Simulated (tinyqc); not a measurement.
## Electron density from the centroid

Question. In the Fang-Howard model the centroid is 3/b with b^3 = 6 (mz1/C) q (Nd + 11 Ns/32)/(eps0 eps_r), C = hbar^2/(2 m0), the field in eV/nm. Find b and Ns.

Parameters, values chosen for the exercise; masses and permittivity close to those of germanium (100):
- eps_r = 15.7 (relative permittivity)
- mz1 = 0.119 m0 (mass along z of valley set A (4 valley(s)))
- Nd = 3.2e12 cm^-2 (sheet density of depletion charge)

Constants: q = 1.602176634e-19 C, hbar = 1.054571817e-34 J s, m0 = 9.1093837015e-31 kg, eps0 = 8.8541878128e-14 F/cm where lengths are in cm, hbar^2/(2 m0) = 0.0380998212 eV nm^2. Results are converted to the units shown.

centroid = 3.3355388 nm

Solution. b = 3/centroid gives Nd + 11 Ns/32, from which the depletion charge is taken off.

b = 0.8994 1/nm
Ns = 4.900e11 cm^-2

Program tinyqc, `OMP_NUM_THREADS=1 python tinyqc.py 2160060 2160061 out.jsonl`; Intel Xeon 2.30GHz, shared host, one thread, about 0.4 s.
